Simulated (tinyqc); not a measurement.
Deformation potentials from a strained empirical pseudopotential: sweeps and comparisons. A value that a table varies takes the place of the one given here.

Diamond lattice, no spin-orbit coupling. Atomic form factor V(q) = a1 (q^2 - a2)/(a3 exp(a4 q^2) - 1) in rydberg with q in 1/bohr, for the unstrained cell. Under a strain e the reciprocal vectors and k go over into (1 + e)^(-1) G, the atoms sit at +/- tau with tau = (1 + e) a (1,1,1)/8 - zeta a (eyz, ezx, exy)/4, and H(G,G') = c |k + G|^2 delta + (V(q)/det(1 + e)) cos(q.tau), q = G - G', with the term q = 0 left out; c = hbar^2/2m0. The basis is fixed before straining: all G with |k + G|^2 up to 16 (2 pi/a)^2. k is given in units of 2 pi/a of the unstrained cell.

Constants: hbar^2/2m0 = 3.80998211 eV angstrom^2; Ry = 13.60569312 eV; a0 (Bohr radius) = 0.5291772105 angstrom.

Values chosen for the exercise (near those of Si; shifted at random, so the results belong to these values and not to a real crystal): a = 5.423 angstrom (lattice constant); A = (0.539, 2.184, 2.043, 0.489) (a1 (Ry bohr^2), a2 (1/bohr^2), a3, a4 (bohr^2)); h = 0.001 (size of the test strain); kD = 0.82 2 pi/a (position of the Delta minimum); a1 = 0.539; a2 = 2.184; a3 = 2.043; a4 = 0.489.

## The internal displacement

Xu of L (level 5, the lowest empty one) and d from exy = eyz = ezx = h for several zeta: Xu = [E(L [111]) - E(L [1-1-1])]/((8/3) h), d = (single valence level - pair)/(3 sqrt(3) h). zeta = 0 strains the bonds with the lattice; zeta = 1 keeps all four bond lengths equal to first order.

Results:

| zeta | Xu (L) (eV) | d (eV) |
|---|---|---|
| 0.00 | 11.07 | 0.69 |
| 0.25 | 11.46 | -1.60 |
| 0.50 | 11.86 | -3.90 |
| 0.60 | 12.01 | -4.81 |
| 0.75 | 12.25 | -6.19 |
| 1.00 | 12.66 | -8.48 |

How do the results move?

From zeta = 0 to 1, d goes from 0.69 to -8.48 eV and Xu (L) from 11.07 to 12.66 eV, both nearly linearly: the displacement is an optical-phonon mode, and d = d(0) - zeta d0/4 gives its deformation potential d0 = 37 eV. Leaving the relaxation out (zeta = 0 for 0.5) moves d by +4.59 eV, which reverses its sign, and Xu (L) by -0.78 eV. Tetragonal strain has no such freedom.

## Size of the test strain

e = diag(-h/2, -h/2, h). Xu = [E(Delta z) - E(Delta x)]/(1.5 h) at fixed kD, b = [E(Z) - E(X, Y)]/(4.5 h); one-sided from +h alone, central from +h and -h.

Results (eV):

| h | Xu one-sided | Xu central | b one-sided | b central |
|---|---|---|---|---|
| 0.0010 | 8.001 | 8.006 | -3.306 | -3.302 |
| 0.0025 | 7.993 | 8.006 | -3.312 | -3.302 |
| 0.0050 | 7.981 | 8.006 | -3.323 | -3.302 |
| 0.0100 | 7.956 | 8.007 | -3.343 | -3.303 |
| 0.0200 | 7.909 | 8.011 | -3.384 | -3.303 |
| 0.0300 | 7.865 | 8.018 | -3.426 | -3.304 |

What can be read from the table?

From h = 0.001 to 0.03 the one-sided Xu drifts by -0.136 eV and the central one by +0.012 eV; for b the drifts are -0.119 and -0.002 eV. The central difference cancels the term of second order in the strain, so its error goes as h^2. At h = 0.02 the linear law errs by 1.2 % for the valley splitting and 2.5 % for the valence splitting.

## What each parameter of the potential does

Gaps from the valence top to level 8 at Gamma and level 5 at (kD,0,0) and L, and their deformation potentials [E(+h) - E(-h)]/(3 ln((1 + h)/(1 - h))) for e = +/- h 1, h = 0.002. The row for the lattice constant keeps V(q) without the volume factor, so it is not a strain. Each row changes one parameter from the base and keeps the others.

Results:

| case | Gamma (eV) | Delta (eV) | L (eV) | potential Gamma (eV) | potential Delta (eV) | potential L (eV) |
|---|---|---|---|---|---|---|
| base | 4.183 | 1.127 | 2.044 | -8.80 | 2.73 | -1.87 |
| a = 5.369 angstrom | 4.303 | 0.825 | 1.940 | -8.49 | 3.03 | -1.70 |
| a1 = 0.544 | 4.226 | 1.194 | 2.093 | -8.87 | 2.72 | -1.88 |
| a2 = 2.162 | 4.298 | 1.051 | 2.047 | -8.72 | 2.78 | -1.84 |
| a3 = 2.023 | 4.231 | 1.219 | 2.108 | -8.89 | 2.74 | -1.88 |
| a4 = 0.494 | 4.088 | 1.040 | 1.968 | -8.63 | 2.81 | -1.80 |

How do the results move?

The largest shifts from the base row, up to three for each result and ties (the steps differ in size, so this ranks the rows, not the parameters). Gamma (eV): a +0.119, a2 +0.114, a4 -0.095. Delta (eV): a -0.301, a3 +0.093, a4 -0.087. L (eV): a -0.104, a4 -0.076, a3 +0.064. potential Gamma (eV): a +0.31, a4 +0.17, a3 -0.09. potential Delta (eV): a +0.30, a4 +0.08, a2 +0.05. potential L (eV): a +0.17, a4 +0.08, a2 +0.03.

Run: tinyqc, `OMP_NUM_THREADS=1 python tinyqc.py 1880159 1880160 out.jsonl`; Intel(R) Xeon(R) Processor @ 2.30GHz, one thread, shared host; about 0.2 s of CPU time with all checks.
